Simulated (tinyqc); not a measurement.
Which input was changed? Model: a particle near a wafer in liquid: double-layer and van der Waals forces (DLVO), deposition barrier and removal. Computed by tinyqc, a small Python program. Command: `OMP_NUM_THREADS=1 python tinyqc.py 3113660 3113661 out.jsonl dlvo which`. One thread of a shared host (Intel(R) Xeon(R) Processor @ 2.30GHz), about 0.02 s of CPU time with the checks.

Sphere and flat wall, Derjaguin approximation, constant potentials in the linear-superposition form, no retardation and no hydration force.

Inputs (values chosen for the exercise, of the order of those for silicon nitride on silicon in water):
```
quantity                             value   unit
particle radius R                       12     nm
Hamaker constant A                 2.5e-20      J
potential of the particle psi_1        -49     mV
potential of the wafer psi_2           -39     mV
salt concentration c                  0.26  mol/L
valence z of the symmetric salt          2      -
temperature T                          343      K
dielectric constant of the liquid     63.7      -
contact distance h0                    0.4     nm
contact radius over R                 0.15      -
viscosity                             0.87  mPa s
```

Constants: e = 1.602176634e-19 C; N_A = 6.02214076e+23 1/mol; eps_0 = 8.8541878128e-12 F/m; k_B = 1.380649e-23 J/K; k_B = 8.617333262e-05 eV/K.

Method:
- kappa^2 = 2 z^2 e^2 N_A (1000 c)/(eps eps_0 k_B T); gamma_i = tanh(z e psi_i/(4 k_B T)); Z = 64 pi eps eps_0 (k_B T/(z e))^2 gamma_1 gamma_2.
- The barrier height is zero when U = 0 and F = 0 together: kappa h = 1 and kappa = 6 Z/(e A), e = 2.718282 here; c follows from kappa^2, with the potentials held fixed.
- Adhesion F_a = A R/(6 h0^2) [1 + a^2/(R h0)] - kappa Z R exp(-kappa h0), a the contact radius. Drag in a shear flow F_d = 1.7 x 6 pi mu R^2 G, acting at 1.4 R; rolling starts when 1.4 R F_d = a F_a. Wall shear stress = mu G.

Question. One of these inputs alone was changed, within the range given: particle radius R (6 to 24); Hamaker constant A (1.25e-20 to 5e-20); potential of the particle psi_1 (-98 to -24.5); contact distance h0 (0.2 to 0.8). Which one, and to what value?

Results:
```
run     critical concentration (mol/L)  wall shear stress for rolling (Pa)  net adhesion F_a (pN)
before                      0.01595960                             9804.42               422.2517
after                       0.01005266                            12964.44               558.3454
```

Answer.

Each candidate set to reproduce critical concentration, and what it then gives:
```
candidate                                range searched  value needed  wall shear stress for rolling (Pa)  net adhesion F_a (pN)
particle radius R (nm)                          6 to 24     no effect                                   -                      -
Hamaker constant A (J)                1.25e-20 to 5e-20     3.150e-20                               12964                 558.35
potential of the particle psi_1 (mV)       -98 to -24.5        -35.68                               10289                 443.13
contact distance h0 (nm)                     0.2 to 0.8     no effect                                   -                      -
```

Only Hamaker constant A fits every result: it went from 2.5e-20 to 3.15e-20 J. The next best candidate, potential of the particle psi_1, misses one result by 21 %.
